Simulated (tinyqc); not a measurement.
Width of the well: quantum-confined Stark effect in a modulator well.

Envelopes on cells of 0.5 angstrom over the well |z| < L/2 and 45 angstrom of barrier on each side, psi = 0 beyond, psi'/m continuous (mean mass between points), c = hbar^2/2m0. The electron sees + e F z and the hole - e F z, each with its offset in the barriers; 1 kV/cm = 1e-5 eV/angstrom. Light holes, band mixing and escape by tunnelling are left out.

Exciton: in-plane function exp(-rho/lam), 1/mu = 1/me + 1/mp, E(lam) = c/(mu lam^2) - (q/eps) times the integral over k of Fm(k)(1 + (k lam/2)^2)^(-3/2), Fm(k) the double integral of psi_e^2 psi_h^2 exp(-k |z - z'|), q = e^2/(4 pi eps0); binding Eb = -E at the minimum. Line at Eg + E_e + E_h - Eb, strength proportional to overlap^2/lam^2.

Constants: hbar^2/2m0 = 3.80998211 eV angstrom^2; e^2/(4 pi eps0) = 14.39964547 eV angstrom; hc = 1239.841984 eV nm.

Values chosen for the exercise (near those of a GaAs well in AlGaAs; shifted at random, so the results belong to these values and not to a real crystal): Vc = 0.258 eV (conduction offset); Vv = 0.13 eV (heavy-hole offset); me = 0.0654 m0 (electron, well); meb = 0.0917 m0 (electron, barrier); mh = 0.334 m0 (heavy hole along z, well); mhb = 0.396 m0 (heavy hole, barrier); Eg = 1.427 eV (gap of the well); mp = 0.159 m0 (heavy hole in the plane); eps = 12.4 (dielectric constant); Ls = (50, 66, 84, 104, 126, 150, 170) angstrom (widths); F_L = 68 kV/cm (field for this table).

Zero-field line, its shift at F_L and the relative strength.

Results:
```
L (angstrom),line at F = 0 (nm),Eb (meV),shift (meV),relative strength,shift x strength (meV)
50,817.3,10.16,-1.85,0.949,1.75
66,833.4,9.67,-3.48,0.870,3.03
104,852.1,8.66,-11.39,0.455,5.18
126,857.4,8.19,-18.66,0.225,4.19
150,861.1,7.74,-28.56,0.082,2.34
170,863.2,7.41,-38.14,0.030,1.15
```

Give the missing row, L (angstrom) = 84.

Computed row:
```
L (angstrom)  line at F = 0 (nm)  Eb (meV)  shift (meV)  relative strength  shift x strength (meV)
84                         844.4      9.16        -6.48              0.701                    4.54
```

The shift grows with exponent 2.29 in L over the first two rows and 2.31 over the last two, against 4 for hard walls at second order; leakage lowers it in narrow wells and saturation in wide ones. The strength falls from 0.95 to 0.03, and the product of the two is largest at 104 angstrom.

Program tinyqc; command `OMP_NUM_THREADS=1 python tinyqc.py 1282459 1282460 out.jsonl`; about 0.3 s on one thread of a shared Intel(R) Xeon(R) Processor @ 2.30GHz.
